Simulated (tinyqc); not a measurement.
# Charge centroid from charge and shift

Problem. A sheet of N electrons in the storage layer of a charge-trap cell shifts the threshold by U = (q/eps0) N (tb/eb + xc tn/en). Find xc and the distance xc tn from the blocking layer.

Inputs (values chosen for the exercise): storage layer tn = 6.9 nm; its relative permittivity en = 7.4; blocking layer tb = 7.6 nm; its relative permittivity eb = 3.9.

Constants: q = 1.602176634e-19 C, eps0 = 8.8541878128e-14 F/cm where lengths are in cm. Results are converted to the units shown.

N = 3.6e12 cm^-2
U = 1.6156662 V

Answer. U eps0/(q N) is the electrical distance from the gate; subtract that of the blocking layer.

xc = 0.5700
distance = 3.933 nm

Program tinyqc, `OMP_NUM_THREADS=1 python tinyqc.py 2130169 2130170 out.jsonl`; Intel Xeon 2.30GHz, shared host, one thread, about 0.06 s.
